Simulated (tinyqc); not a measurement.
Uniformly doped HEMT, charge control: one step of the calculation.

A two-dimensional electron gas of density ns under a barrier. EF and the subbands are counted from the conduction-band edge of the channel at the interface. Two subbands of a triangular well with an infinite wall, parabolic band, no carriers in the barrier.

Task. Fermi level, second subband and capacitance. Fully depleted barrier with eb = ebr: Vp = q ND (d - ds)^2/(2 eps0 eb); donors per area ND (d - ds); Voff = phiB - dEc - Vp.

F = q (eta ns + Nb)/(eps0 ec) in eV/nm; E_k = a_k (C F^2/me)^(1/3), a_0 = 2.338107, a_1 = 4.087949, C = hbar^2/(2 m0); D = me m0 q/(pi hbar^2); ns = D Vt [ln(1 + exp((EF - E_0)/Vt)) + ln(1 + exp((EF - E_1)/Vt))], which gives EF = E_0 + Vt ln{2 s/[(1 + u) + sqrt((1 + u)^2 + 4 u s)]} with s = exp(ns/(D Vt)) - 1, u = exp((E_0 - E_1)/Vt). Gate capacitance C = q dns/dVg = eps0 eb/(d + dd), dd = (eps0 eb/q) dEF/dns. dEF/dns by central differences over +/- 0.01 % of ns.

Parameters, values chosen for the exercise; material values close to those of InGaP on GaAs:
```
symbol,value,unit,meaning
T,400,K,temperature
d,30,nm,barrier thickness from gate to channel
ds,3,nm,undoped spacer next to the channel
me,0.0659,m0,electron mass in the channel
ec,13,,relative permittivity of the channel
ebr,11.8,,relative permittivity of the barrier
phiB,0.961,eV,barrier height of the gate
dEc,0.127,eV,conduction-band offset
ND,5.1e17,cm^-3,donor density of the doped part
eta,0.6,,share of ns that counts in the confining field
Nb,2.2e10,cm^-2,depletion charge of the buffer
```

Constants: q = 1.602176634e-19 C, kB = 1.380649e-23 J/K, hbar = 1.054571817e-34 J s, m0 = 9.1093837015e-31 kg, Vt = kB T/q, eps0 = 8.8541878128e-14 F/cm where lengths are in cm, hbar^2/(2 m0) = 0.0380998212 eV nm^2. Results are converted to the units shown.

converged ns = 5.0609479e11 cm^-2

Give: EF; share of the second subband; dd; C.

Result.

EF = 0.02812 eV
share of the second subband = 26.37 %
dd = 10.39 nm
C = 0.2587 uF/cm^2

The rise of EF with ns acts as 10.4 nm of extra barrier, 34.6 % of d. EF is 0.22 of the band offset dEc.

Program tinyqc, `OMP_NUM_THREADS=1 python tinyqc.py 2180133 2180134 out.jsonl`; Intel Xeon 2.30GHz, shared host, one thread, about 0.01 s.
